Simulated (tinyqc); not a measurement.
Comparisons within one model: buckled dimers of a reconstructed (001) surface, two dangling bonds a dimer. A value that a table varies takes the place of the one given here.

In a dimer one atom moves up by z and the other down by z; the dangling bond of the up atom (more s-like) falls by gm z and that of the down atom rises by gm z. With all dimers tilted alike: H(k) = [[-gm z - 2 ta cos k, -tp - 2 tx cos k], [., gm z - 2 ta cos k]], k along the row in 1/a. Two electrons a dimer fill the lowest N of the 2N levels on the mesh k_j = (j + 1/2) pi/N. Total energy a dimer: W(z) = (2/N) sum of the filled levels + kf z^2. Repulsion between electrons is left out.

Inputs chosen for the exercise (of the size met on Si(001); shifted at random, so the results belong to these values and not to a real crystal):
- tp = 0.17 eV (pi coupling inside a dimer)
- ta = 0.06 eV (coupling between like atoms along the row)
- tx = 0.02 eV (diagonal coupling along the row)
- gm = 2.37 eV/angstrom (shift of a dangling bond with height)
- kf = 13.7 eV/angstrom^2 (force constant of buckling)
- N = 8 (k points)

## Energy against buckling

W relative to z = 0; gap as lowest upper less highest lower level on 201 points from 0 to pi.

Per dimer (eV):
```
z (angstrom)  band energy  elastic        W     gap
0.00               0.0000   0.0000   0.0000  0.1000
0.05              -0.0757   0.0343  -0.0415  0.1770
0.10              -0.2451   0.1370  -0.1081  0.3470
0.15              -0.4498   0.3083  -0.1415  0.5514
0.20              -0.6685   0.5480  -0.1205  0.7699
0.30              -1.1231   1.2330   0.1099  1.2242
0.40              -1.5870   2.1920   0.6050  1.6879
0.50              -2.0549   3.4250   1.3701  2.1556
0.60              -2.5248   4.9320   2.4072  2.6254
```

W is lowest at z = 0.15 among these rows (-0.1415 eV). The band energy falls as z^2 at first and linearly, as -2 gm z, once gm z is far above tp, so the elastic term always wins at large z. The gap is open at all z.

## Strong pi bonds keep dimers flat

tp is varied; z minimises W on 0 to 1 angstrom; gap on 201 points; charge moved: the mean of gm z/sqrt((gm z)^2 + h^2) over the mesh, h the off-diagonal element.

Against tp:
```
tp (eV)  z (angstrom)  gain (eV)  gap (eV)  charge moved (e)
0.10           0.1674     0.2274    0.5821             0.968
0.20           0.1509     0.1090    0.5824             0.872
0.30           0.1183     0.0304    0.5830             0.684
0.45           0.0000     0.0000    0.6600             0.000
0.60           0.0000     0.0000    0.9600             0.000
0.80           0.0000     0.0000    1.3600             0.000
1.00           0.0000     0.0000    1.7600             0.000
1.30           0.0000     0.0000    2.3600             0.000
1.60           0.0000     0.0000    2.9600             0.000
```

Dimers buckle for tp up to 0.3 eV among these rows; for an isolated dimer the limit is gm^2/kf = 0.410 eV. While buckled, the splitting, on average over k, stays near 2 gm^2/kf = 0.820 eV whatever tp is, and beyond the limit it follows 2 tp; the gap is smaller by the width of the bands, about 4 ta = 0.24 eV.

## Tilting alike or in alternation

Alternation doubles the cell: sites L1, R1, L2, R2 with levels -gm z, +gm z, +gm z, -gm z, -tp inside a dimer, -2 ta cos k between L1-L2 and R1-R2, -2 tx cos k between L1-R2 and R1-L2, on k_j = (j + 1/2) pi/(2N); the lowest half of the levels is filled. Energies a dimer; gaps on these meshes.

Two patterns:
```
z (angstrom)  W alike (eV)  W alternating (eV)  difference (meV)  gap alike (eV)  gap alternating (eV)
0.05               -0.3815             -0.3933             -11.8          0.1815                0.2577
0.10               -0.4481             -0.4629             -14.8          0.3514                0.4827
0.15               -0.4815             -0.4947             -13.2          0.5559                0.7112
0.20               -0.4605             -0.4717             -11.2          0.7744                0.9405
0.30               -0.2301             -0.2384              -8.2          1.2287                1.4000
0.40                0.2650              0.2585              -6.4          1.6924                1.8609
0.50                1.0301              1.0249              -5.2          2.1601                2.3263
```

The lowest W listed is -0.4815 eV for like tilts and -0.4947 eV for alternation; the difference at equal z runs from -14.8 to -5.2 meV. With alternation ta joins filled up atoms to empty down atoms and gains energy in second order, about 2 ta^2/(gm z) a dimer at large z, while tx does so for like tilts; here ta = 0.06 and tx = 0.02 eV. At z = 0.3 the gap is 1.229 eV alike and 1.400 eV alternating.

## What each parameter does

z minimises W on 0 to 1 angstrom; gain over flat dimers; gap on 201 points from 0 to pi. Each row changes one parameter from the base and keeps the others.

Results:
```
case                      z (angstrom)  gain (eV)  gap (eV)
base                            0.1572     0.1421    0.5823
tp = 0.145 eV                   0.1615     0.1730    0.5822
ta = 0.09 eV                    0.1572     0.1388    0.4623
tx = 0.05 eV                    0.1560     0.1506    0.5942
gm = 2.56 eV/angstrom           0.1744     0.2002    0.7186
kf = 12.33 eV/angstrom^2        0.1781     0.1805    0.6731
```

The largest shifts from the base row, up to three for each result and ties (the steps differ in size, so this ranks the rows, not the parameters). z (angstrom): kf +0.0209, gm +0.0172, tp +0.0043; unchanged at the printed digits by ta. gain (eV): gm +0.0581, kf +0.0384, tp +0.0309. gap (eV): gm +0.1363, ta -0.1200, kf +0.0908.

(tinyqc, `OMP_NUM_THREADS=1 python tinyqc.py 1450859 1450860 out.jsonl`, Intel(R) Xeon(R) Processor @ 2.30GHz, 1 thread, shared host, about 0.03 s.)
